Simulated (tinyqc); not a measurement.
Hydrogenic donor in a hard-walled well (variational): sweeps and comparisons. A value that a table varies takes the place of the one given here.

Trial function cos(pi z/L) exp(-r/lam), r measured from the donor at zi, walls at +/- L/2, one eps everywhere. Counted from the lowest subband, E(lam) = c/(m lam^2) - (q/eps) I0/I1, with I0 the integral of cos^2(pi z/L) exp(-2|z - zi|/lam) over the well and I1 the same with the factor (|z - zi| + lam/2); c = hbar^2/2m0, q = e^2/(4 pi eps0). The binding energy is -E at the minimum.

Constants: hbar^2/2m0 = 3.80998211 eV angstrom^2; e^2/(4 pi eps0) = 14.39964547 eV angstrom; Ry = 13.60569312 eV.

Values chosen for the exercise (near those of Ge, with one mean mass; shifted at random, so the results belong to these values and not to a real crystal): m = 0.121 m0 (mass); eps = 16.4 (dielectric constant); Ls = (13, 31, 67, 123, 264, 492, 876) angstrom (widths); L = 229 angstrom (well width); zi = 23 angstrom (position of the donor from the centre).

## Width of the well

Ry* = 6.1209 meV
a* = 71.723 angstrom

Donor at the centre and at the wall (zi = L/2).

Binding:

| L (angstrom) | L/a* | centre (meV) | in Ry* | wall (meV) | in Ry* | centre/wall |
|---|---|---|---|---|---|---|
| 13 | 0.18 | 20.58 | 3.362 | 15.57 | 2.544 | 1.32 |
| 31 | 0.43 | 17.47 | 2.854 | 11.27 | 1.842 | 1.55 |
| 67 | 0.93 | 14.09 | 2.302 | 7.78 | 1.271 | 1.81 |
| 123 | 1.71 | 11.44 | 1.869 | 5.56 | 0.909 | 2.06 |
| 264 | 3.68 | 8.67 | 1.417 | 3.54 | 0.578 | 2.45 |
| 492 | 6.86 | 7.19 | 1.174 | 2.47 | 0.404 | 2.91 |
| 876 | 12.21 | 6.50 | 1.063 | 1.90 | 0.311 | 3.42 |

What does this show, and why?

At the centre the binding falls from 3.36 to 1.06 Ry*, between the limits 4 and 1. At the wall it falls from 2.54 to 0.31 Ry*, towards 1/4: the wall forces a node through the donor, as in a 2p state. With this trial function, which underbinds wall donors by about a tenth, the wall donor drops below the bulk value between 67 and 123 angstrom. The ratio grows from 1.32 to 3.42. Widths under about 15 angstrom lie outside envelope theory and serve only to show the limit.

## Position of the donor

Fixed width; zi from the centre to the wall.

Binding:

| 2 zi/L | zi (angstrom) | lam (angstrom) | binding (meV) | in Ry* |
|---|---|---|---|---|
| 0.0 | 0.0 | 73.4 | 9.12 | 1.490 |
| 0.2 | 22.9 | 73.8 | 8.81 | 1.439 |
| 0.4 | 45.8 | 76.4 | 7.87 | 1.286 |
| 0.6 | 68.7 | 86.3 | 6.38 | 1.042 |
| 0.8 | 91.6 | 111.8 | 4.86 | 0.794 |
| 0.9 | 103.0 | 127.7 | 4.29 | 0.701 |
| 1.0 | 114.5 | 142.6 | 3.85 | 0.630 |

How do the results move?

Uniform doping spreads the level over 5.27 meV, from 9.12 at the centre to 3.85 at the wall, while lam grows by 94 %. The slope is flat at the centre, which gives a peak in the density of donor states there, and steepest between 2 zi/L = 0.4 and 0.8.

## What each parameter does

The minimum over lam; Ry* = Ry m/eps^2. Each row changes one parameter from the base and keeps the others.

Results:

| case | binding (meV) | lam (angstrom) | binding/Ry* |
|---|---|---|---|
| base | 8.81 | 73.8 | 1.439 |
| m = 0.145 m0 | 9.93 | 62.6 | 1.354 |
| eps = 18 | 7.55 | 80.2 | 1.486 |
| L = 298 angstrom | 8.18 | 75.3 | 1.336 |
| zi = 12 angstrom | 9.03 | 73.5 | 1.476 |

What can be read from the table?

The largest shifts from the base row, up to three for each result and ties (the steps differ in size, so this ranks the rows, not the parameters). binding (meV): eps -1.26, m +1.13, L -0.63. lam (angstrom): m -11.2, eps +6.3, L +1.5. binding/Ry*: L -0.103, m -0.085, eps +0.047.

(tinyqc, `OMP_NUM_THREADS=1 python tinyqc.py 1251145 1251146 out.jsonl`, Intel(R) Xeon(R) Processor @ 2.30GHz, 1 thread, shared host, about 0.03 s.)
